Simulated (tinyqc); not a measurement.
# Probe couplings from its potential

Problem. One voltage probe p sits between leads L (mu = 1) and R (mu = 0) without magnetic field: mu_p = T_pL/(T_pL + T_pR), T_eff = T_RL + T_pL T_pR/(T_pL + T_pR). Find T_pL and T_pR.

T_RL = 0.38
mu_p = 0.7
T_eff = 0.443

Solution. T_eff - T_RL equals T_pL (1 - mu_p) and also T_pR mu_p.

T_pL = 0.2100
T_pR = 0.09000

Numbers from tinyqc (`OMP_NUM_THREADS=1 python tinyqc.py 2700021 2700022 out.jsonl`; about 0.01 s on one thread of a shared Intel Xeon 2.30GHz).
